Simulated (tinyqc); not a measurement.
# Inversion-layer mobility, back-scattering and ballistic limit of a field-effect transistor, step by step

A worked calculation. Computed by tinyqc, a small Python program that keeps every step. Command: `OMP_NUM_THREADS=1 python tinyqc.py 3005091 3005092 out.jsonl mos walk`. One thread of a shared host (Intel(R) Xeon(R) Processor @ 2.30GHz), about 0.01 s of CPU time with the checks. Intermediate numbers are printed to about 7 digits and carried at full precision; extremes and crossings named in words are read from the listed rows.

The charge at the top of the source barrier is fixed by the gate; series resistance and short-channel effects are left out. F_j are Fermi integrals normalised to exp(eta) in the classical limit.

Inputs (values chosen for the exercise, modelled on a silicon p-channel):

| quantity | value | unit |
|---|---|---|
| transport mass m | 0.31 | m_0 |
| valley degeneracy g_v | 1 | - |
| weight w of the inversion charge | 0.333 | - |
| permittivity eps | 11.7 | - |
| phonon mobility at 1 MV/cm and 300 K, mu_ph | 110 | cm^2/(V s) |
| roughness mobility at 1 MV/cm, mu_sr | 160 | cm^2/(V s) |
| Coulomb mobility at N_inv = 1e12/cm^2, mu_C | 290 | cm^2/(V s) |
| electrical oxide thickness t_inv | 1.9 | nm |
| depletion charge N_dep | 1.4e+11 | 1/cm^2 |
| gate overdrive V_G - V_T | 0.86 | V |
| drain voltage V_D | 0.89 | V |
| channel length L | 9.6 | nm |
| exponent a of the critical length | 0.78 | - |
| temperature T | 300 | K |

Statistics at the top of the barrier: Fermi-Dirac.

Constants: eps_0 = 8.8541878128e-12 F/m; e = 1.602176634e-19 C; m_0 = 9.1093837015e-31 kg; k_B = 1.380649e-23 J/K; hbar = 1.054571817e-34 J s; k_B = 8.617333262e-05 eV/K.

## Charge and field

N_inv = 3.9 eps_0 (V_G - V_T)/(e t_inv); effective field E_eff = e (N_dep + w N_inv)/(eps eps_0).

inversion density N_inv = 9.755461e+12 1/cm^2

effective field E_eff = 0.5240733 MV/cm

## Effective mobility

mu_phonon = mu_ph (E_eff/1 MV/cm)^(-0.3) (T/300 K)^(-1.75); mu_rough = mu_sr (E_eff/1 MV/cm)^(-2); mu_Coulomb = mu_C (N_inv/1e12 cm^-2) (T/300 K); Matthiessen's rule adds 1/mu.

phonon part = 133.5288 cm^2/(V s)

roughness part = 582.5535 cm^2/(V s)

Coulomb part = 2829.084 cm^2/(V s)

effective mobility mu = 104.6127 cm^2/(V s)

The phonon part is the lowest and holds 78 % of 1/mu.

## Ballistic limit

F_j(eta) = (1/Gamma(j + 1)) int_0^infinity x^j/(1 + exp(x - eta)) dx, F_0 = ln(1 + exp(eta)). Integrals over x = E/(k_B T) use 160 Gauss-Legendre points in u = sqrt(x) from 0 to sqrt(max(eta, 0) + 32). Ballistic channel: N_2D = g_v m k_B T/(pi hbar^2), U = e V_D/(k_B T); eta_F solves N_inv = (N_2D/2)[F_0(eta_F) + F_0(eta_F - U)]; v_T = sqrt(2 k_B T/(pi m)); I/W = e (N_2D/2) v_T [F_1/2(eta_F) - F_1/2(eta_F - U)]; injection velocity v_T F_1/2(eta_F)/F_0(eta_F).

N_2D = 3.347750e+12 1/cm^2

eta_F = 5.825122

thermal velocity v_T = 0.9663111 1e7 cm/s

injection velocity = 1.819420 1e7 cm/s

ballistic current I/W = 2843.748 microampere/micrometre

Degeneracy raises the injection velocity by a factor 1.88. Caution: the Fermi level lies so high that further subbands and non-parabolicity matter.

## Back-scattering

Mean free path lambda = (2 k_B T/e)(mu/v_T) F_0(eta_0)/F_-1/2(eta_0), with eta_0 from N_inv = N_2D F_0(eta_0); critical length l = L (1 + U)^(-a), an empirical rule; back-scattering r = l/(l + lambda). Then eta solves N_inv = (N_2D/2)[(1 + r) F_0(eta) + (1 - r) F_0(eta - U)] and I/W = e (N_2D/2) v_T (1 - r)[F_1/2(eta) - F_1/2(eta - U)]. Ballistic ratio: I over the ballistic current. Apparent mobility 1/(1/mu + 1/mu_B), mu_B = mu L/lambda.

eta_0 = 2.858251

mean free path lambda = 9.052049 nm

critical length l = 0.5940089 nm

back-scattering coefficient r = 0.06158048

current I/W = 2450.602 microampere/micrometre

ballistic ratio = 0.8617506

apparent low-field mobility = 53.84297 cm^2/(V s)

L/lambda = 1.06, but at this drain voltage only the first 0.594 nm can return a carrier to the source, so the device works at 86 % of its ballistic limit. Caution: in a degenerate gas the layer that can return carriers is set by E_F rather than k_B T, so l is underestimated.

## Channel length

The last column is the long-channel law e N_inv mu V/L with V = V_D - V_D^2/(2 V_ov) below pinch-off and V_ov/2 above, V_ov = V_G - V_T.

Currents (microampere/micrometre):

| L (nm) | r | I/W | ballistic ratio | long-channel law |
|---|---|---|---|---|
| 5 | 0.0330483 | 2625.013 | 0.9230822 | 14061.80 |
| 10 | 0.0639822 | 2436.486 | 0.8567871 | 7030.90 |
| 20 | 0.1202692 | 2128.489 | 0.7484801 | 3515.45 |
| 40 | 0.2147149 | 1695.191 | 0.5961114 | 1757.73 |
| 80 | 0.3535231 | 1200.111 | 0.4220175 | 878.86 |
| 160 | 0.5223747 | 754.289 | 0.2652446 | 439.43 |
| 400 | 0.7322071 | 355.121 | 0.1248779 | 175.77 |
| 1000 | 0.8723769 | 152.562 | 0.0536483 | 70.31 |

The current scales as L^-0.92 at the long end and as L^-0.11 at the short end, where it reaches 92 % of the ballistic 2840. The long-channel law passes the ballistic limit between 20.0 and 40.0 nm and has no meaning below. At 1000 nm the model gives 2.17 times the long-channel law; the rule for l is a fit for short devices and fails wherever the model exceeds that law. Raising mu by 10 % at 20 nm raises I by 2.4 %.

## The mobility curve

The formulas are those given above.

Mobilities (cm^2/(V s)):

| V_G - V_T (V) | N_inv (1/cm^2) | E_eff (MV/cm) | phonon | roughness | Coulomb | total |
|---|---|---|---|---|---|---|
| 0.03 | 3.403068e+11 | 0.0391786 | 290.7221 | 1.042370e+05 | 98.689 | 73.6260 |
| 0.06 | 6.806136e+11 | 0.0567049 | 260.1995 | 4.975978e+04 | 197.378 | 111.9855 |
| 0.12 | 1.361227e+12 | 0.0917576 | 225.2165 | 1.900362e+04 | 394.756 | 142.3284 |
| 0.20 | 2.268712e+12 | 0.1384944 | 199.0504 | 8.341720e+03 | 657.926 | 150.0677 |
| 0.35 | 3.970246e+12 | 0.2261260 | 171.8255 | 3.129097e+03 | 1151.371 | 142.6947 |
| 0.50 | 5.671780e+12 | 0.3137576 | 155.7451 | 1.625293e+03 | 1644.816 | 130.8217 |
| 0.75 | 8.507669e+12 | 0.4598102 | 138.8734 | 7.567681e+02 | 2467.224 | 112.0131 |
| 1.00 | 1.134356e+13 | 0.6058628 | 127.8440 | 4.358845e+02 | 3289.632 | 95.9674 |
| 1.50 | 1.701534e+13 | 0.8979681 | 113.6094 | 1.984258e+02 | 4934.448 | 71.2027 |

The lowest part is Coulomb from 0.0300 to 0.0600, phonon from 0.120 to 1.50 V. The total peaks at 150 near E_eff = 0.14 MV/cm: screening lifts it at low density and the field presses it down at high density.

Checks made by the program: long channel and small V_D against the drift formula e N mu V_D/L (relative difference 3e-04).
